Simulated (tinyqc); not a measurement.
Landau-Devonshire theory of a uniaxial ferroelectric: one step, computed by the program tinyqc. Command: `OMP_NUM_THREADS=1 python tinyqc.py 3007796 3007797 out.jsonl ferro walk`. One thread of a shared host (Intel(R) Xeon(R) Processor @ 2.30GHz), about 0.01 s of CPU time with the checks.

G(P) = (alpha/2) P^2 + (beta*/4) P^4 + (gamma/6) P^6 - E P per volume, SI units, one domain, P along the polar axis, which is normal to the film.

Problem. A capacitor with imperfect screening. Between shorted electrodes with screening length lambda each, the depolarising field is -k P, k = 2 lambda/(eps_0 (d + 2 lambda eps_b)), so alpha turns into alpha + k. Ps^2 = [-beta* + sqrt(beta*^2 - 4 alpha gamma)]/(2 gamma). The polar state is the lowest uniform state while alpha + k < 0 (beta* > 0) or < 3 beta*^2/(16 gamma) (beta* < 0); setting the equality gives the critical thickness d_c.

Inputs (values chosen for the exercise, modelled on barium titanate):

| quantity | value | unit |
|---|---|---|
| Curie-Weiss temperature T0 | 381 | K |
| temperature T | 316 | K |
| film thickness d | 12 | nm |
| screening length lambda | 0.024 | nm |
| background permittivity eps_b | 20 | - |

Sample: epitaxial film.

alpha = -2.569900e+08 J m/C^2

beta* = 5.427143e+08 J m^5/C^4

Constants: eps_0 = 8.8541878128e-12 F/m.

Give: depolarising coefficient k; polarisation of the film; size of the depolarising field; critical thickness d_c.

Solution.

depolarising coefficient k = 4.183e+08 J m/C^2

polarisation of the film = 0 microcoulomb/cm^2

size of the depolarising field = 0 MV/m

critical thickness d_c = 20.13 nm

The film is thinner than d_c, so the uniform polar state is not the lowest one; a real film may break into domains or be non-polar.
